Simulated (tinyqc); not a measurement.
Effective mass of the heavy-hole band from tabulated energies: one step. Finite differences. Two cases, with inputs chosen for the exercise.

Question. The band is even in k. m = c k^2/E(k) from the points 1, 2, 4 (k = 0 is point 0); Richardson from points 1 and 2: c/m = [16 E(k1) - E(k2)]/(12 k1^2).

c = hbar^2/2m0.
Constants: hbar^2/2m0 = 3.80998211 eV angstrom^2.

Case 1.

Energies along [110], from the band edge downward:
```
k (1/angstrom),E (meV)
0.0000000,0.000000
0.0120000,0.835300
0.0240000,3.313400
0.0360000,7.351700
0.0480000,12.814400
0.0600000,19.516800
0.0720000,27.234100
0.0840000,35.715300
0.0960000,44.702900
```

reference mass (curvature of the model at k = 0.0001 1/angstrom) = 0.6550150 m0

Case 2.

Energies along [110], from the band edge downward:
```
k (1/angstrom),E (meV)
0.0000000,0.000000
0.0100000,1.019300
0.0200000,4.033400
0.0300000,8.911300
0.0400000,15.439600
0.0500000,23.333200
0.0600000,32.257000
0.0700000,41.860600
0.0800000,51.819100
```

reference mass (curvature of the model at k = 0.0001 1/angstrom) = 0.3724304 m0

Give: m from points 1, 2, 4; m by Richardson.

Answer.

Case 1.

m from points 1, 2, 4 (m0): 0.65681  0.66233  0.68503

m by Richardson = 0.65500 m0

Errors against the reference: +0.27, +1.12 and +4.58 % and 0.00 %. The extrapolation removes the k^4 term.

Case 2.

m from points 1, 2, 4 (m0): 0.37378  0.37784  0.39483

m by Richardson = 0.37245 m0

Errors against the reference: +0.36, +1.45 and +6.01 % and +0.01 %. The extrapolation removes the k^4 term.

Computed by tinyqc, one run a case: `OMP_NUM_THREADS=1 python tinyqc.py N N+1 out.jsonl` with N = 1880280, 1880426; one thread of a shared Intel(R) Xeon(R) Processor @ 2.30GHz, about 0.01 s a run at most.
